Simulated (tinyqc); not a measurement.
Screening length from the swing.

Problem. In a simple model of a Schottky-barrier transistor a barrier thinner than d = 4.3 nm is transparent, so the effective barrier is pn - psi (1 - exp(-d/lam)) and the swing beyond flat band is Vt ln 10/(1 - exp(-d/lam)). Find the thermionic swing, lam, and the effective barrier at psi = 0.2 V.

Inputs (values chosen for the exercise):
- T = 300 K (temperature)
- pn = 0.14 eV (barrier for electrons at both contacts)

Constants: q = 1.602176634e-19 C, kB = 1.380649e-23 J/K, Vt = kB T/q. Results are converted to the units shown.

swing in the tunnelling range = 94.169425 mV/decade

Solution. The ratio of the two swings is 1 - exp(-d/lam).

Vt ln 10 = 59.5 mV/decade
lam = 4.30 nm
effective barrier = 0.0136 eV

Program tinyqc, `OMP_NUM_THREADS=1 python tinyqc.py 2390146 2390147 out.jsonl`; Intel Xeon 2.30GHz, shared host, one thread, about 0.2 s.
